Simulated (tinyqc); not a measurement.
Worked calculation: single-domain magnet: Stoner-Wohlfarth switching, Neel-Arrhenius retention, LLG dynamics and spin torque. Computed by tinyqc, a small Python program that keeps every step. Command: `OMP_NUM_THREADS=1 python tinyqc.py 3029640 3029641 out.jsonl macro walk`. One thread of a shared host (Intel(R) Xeon(R) Processor @ 2.30GHz), about 0.04 s of CPU time with the checks. Intermediate numbers are printed to about 5 digits and carried at full precision; extremes and crossings named in words are read from the listed rows.

The moment is uniform, with unit vector m; z is the easy axis. mu_0 = 1.25663706212e-6 T m/A, gamma = 1.76085963023e11 rad/(s T).

Inputs (values chosen for the exercise, for a model magnet):

| quantity | value | unit |
|---|---|---|
| saturation magnetisation M_s | 435 | kA/m |
| diameter d | 67 | nm |
| thickness t | 1.9 | nm |
| interface anisotropy K_i | 0.3 | mJ/m^2 |
| bulk anisotropy K_u | 0 | kJ/m^3 |
| exchange stiffness A | 22 | pJ/m |
| temperature T | 250 | K |
| attempt frequency f0 | 1 | GHz |
| field angle psi from the easy axis | 5 | degrees |
| reversing field h = H/H_K | 0.12 | - |
| waiting time t_w | 1 | s |
| damping alpha | 0.0063 | - |
| spin-torque efficiency eta | 0.64 | - |
| drive I/I_c0 | 3.6 | - |
| time step times gamma mu_0 H_K | 0.1 | - |

Shape: thin disc, easy axis normal to it.

Constants: k_B = 1.380649e-23 J/K; e = 1.602176634e-19 C; hbar = 1.054571817e-34 J s.

## Effective anisotropy

The disc is treated as an oblate spheroid with p = t/d: N_z = [1 - p arccos(p)/sqrt(1 - p^2)]/(1 - p^2); V = pi d^2 t/4; K_eff = K_u + K_i/t + K_shape, K_shape = -(mu_0 M_s^2/4)(3 N_z - 1); mu_0 H_K = 2 K_eff/M_s.

demagnetising factor N_z = 0.95701

volume V = 6698.7 nm^3

K_shape = -111.23 kJ/m^3

K_eff = 46.668 kJ/m^3

anisotropy field mu_0 H_K = 0.21456 T

Shape works against the easy axis and takes 70 % of the other terms. Caution: a flat cylinder has a smaller N_z than the spheroid of the same t/d, so K_eff of a real disc is larger.

## Retention at zero field

Delta = K_eff V/(k_B T); tau = exp(Delta)/f0; probability of a flip within t_w: P = 1 - exp(-t_w/tau). Wall width parameter sqrt(A/K_eff); a two-domain state costs 4 sqrt(A K_eff) times the cross-section that the wall cuts (d t).

stability factor Delta = 90.571

log10 of tau in s = 30.334

probability of a flip = 4.6315e-31

wall parameter = 21.712 nm

barrier of the wall path / k_B T = 149.48

Ten years (3.15e8 s) need Delta > 40.3 for tau alone; this element has 90.6. Coherent rotation is the cheaper path.

## Barrier in a tilted field

Energy over K_eff V: e(theta) = sin^2(theta) + 2 h cos(theta - psi) for m at the angle theta from +z and a field that points at psi from -z (it pulls m away from +z towards negative theta); h_sw = (cos^(2/3) psi + sin^(2/3) psi)^(-3/2). The metastable minimum and the saddle are the two roots of e'(theta) = sin(2 theta) - 2 h sin(theta - psi) on either side of theta_c = -arctan(tan^(1/3) psi).

switching field h_sw = 0.76643

minimum theta = -0.68062 degrees

saddle theta = -83.061 degrees

barrier / (K_eff V) = 0.75456

barrier / (k_B T) = 68.341

The form (1 - h/h_sw)^n reproduces this barrier with n = 1.654; n is 2 for a field on the axis, and the approach to h_sw has the exponent 3/2 off the axis.

## Switching field against angle and time

Switching field at T: the h at which the exact barrier equals ln(f0 t_w/ln 2) k_B T (0 if the zero-field barrier is lower). Sharrock form: h_sw [1 - (ln(f0 t_w/ln 2)/Delta)^(1/n)], n = 0.86 + 1.14 h_sw.

Fields over H_K:

| psi (degrees) | h_sw at T = 0 | thermal, exact barrier | thermal, Sharrock form |
|---|---|---|---|
| 1 | 0.90707 | 0.50225 | 0.48685 |
| 10 | 0.67381 | 0.41145 | 0.39851 |
| 20 | 0.57365 | 0.35913 | 0.35457 |
| 30 | 0.52402 | 0.33131 | 0.33124 |
| 45 | 0.50000 | 0.31748 | 0.31954 |
| 60 | 0.52402 | 0.33131 | 0.33124 |
| 75 | 0.61466 | 0.38123 | 0.37305 |
| 89 | 0.90707 | 0.50225 | 0.48685 |

At T = 0 the field is least at 45 degrees, H_K/2, and symmetric about it. Thermal help lowers it to 55 % at 1 degree and 63 % at 45 degrees; the Sharrock form misses the exact barrier by at most about 0.015 H_K, at psi = 1 (and its mirror angle).

## Spin-transfer switching

For axial symmetry and a polariser along z: I_c0 = (4 e alpha/(hbar eta)) K_eff V; relaxation time tau_D = (1 + alpha^2)/(alpha gamma mu_0 H_K); thermal start angle theta_0 = 1/sqrt(2 Delta); switching time about tau_D ln(pi/(2 theta_0))/(I/I_c0 - 1); precession frequency gamma mu_0 H_K/(2 pi (1 + alpha^2)).

critical current I_c0 = 18.701 microampere

Delta/I_c0 = 4.8431 1/microampere

tau_D = 4.2014 ns

switching time, estimate = 4.9305 ns

precession frequency = 6.0129 GHz

## One LLG step

In the time s = gamma mu_0 H_K t: (1 + alpha^2) dm/ds = -m x b - alpha m x (m x b) + a [m x (m x z) - alpha m x z], b = m_z z, a = alpha I/I_c0; Heun steps (Euler predictor, mean of the two slopes) without renormalising; start m = (sin theta_0, 0, cos theta_0), theta_0 = 1/sqrt(2 Delta).

m at the start: 0.07423  0.00000  0.99724

first slope: 0.001214  0.074035  -0.000090

predictor: 0.07435  0.00740  0.99723

second slope: -0.006168  0.074276  -0.000092

m after the step: 0.07398  0.00742  0.99723

## Exact time to the equator

The polar equation dm_z/dt = -(1 - m_z^2)(i - m_z)/tau_D, i = I/I_c0, integrates to t = tau_D [F(cos theta_0) - F(0)], F(z) = -ln(1 - z)/(2 (i - 1)) + ln(1 + z)/(2 (i + 1)) + ln(i - z)/(i^2 - 1), theta_0 = 1/sqrt(2 Delta).

time to m_z = 0 = 4.9632 ns

The linear estimate is 0.99 times this.

## The trajectory

Run until m_z <= 0 (time by linear interpolation), |m|^2 leaves 1 by more than 1, or three exact times have passed; the run counts as sound if the time is within 3 % of the exact one.

Every few steps:

| step | t (ns) | m_x | m_y | m_z | \|m\| |
|---|---|---|---|---|---|
| 0 | 0.0000 | 0.07423 | 0.00000 | 0.99724 | 1.0000 |
| 187 | 0.4949 | 0.09936 | -0.01894 | 0.99489 | 1.0000 |
| 374 | 0.9899 | 0.12473 | -0.05842 | 0.99052 | 1.0000 |
| 561 | 1.4848 | 0.13033 | -0.13453 | 0.98241 | 1.0001 |
| 748 | 1.9798 | 0.04938 | -0.24932 | 0.96738 | 1.0002 |
| 935 | 2.4747 | -0.23867 | -0.24686 | 0.93961 | 1.0004 |
| 1122 | 2.9697 | -0.29314 | 0.35461 | 0.88860 | 1.0006 |
| 1309 | 3.4646 | 0.45170 | -0.40516 | 0.79610 | 1.0010 |
| 1496 | 3.9596 | 0.75780 | 0.16642 | 0.63293 | 1.0013 |
| 1683 | 4.4545 | -0.89170 | -0.27568 | 0.36289 | 1.0014 |
| 1860 | 4.9230 | 0.88234 | 0.47361 | -0.00144 | 1.0014 |

time to m_z = 0 by the steps = 4.9213 ns

largest drift of |m| = 0.0014111

The steps give 0.9916 of the exact time, with |m| kept to 0.0014.

Checks made by the program: the barrier at psi -> 0 against (1 - h)^2 (relative difference 3e-08); the closed form against quadrature (relative difference below 1e-10).
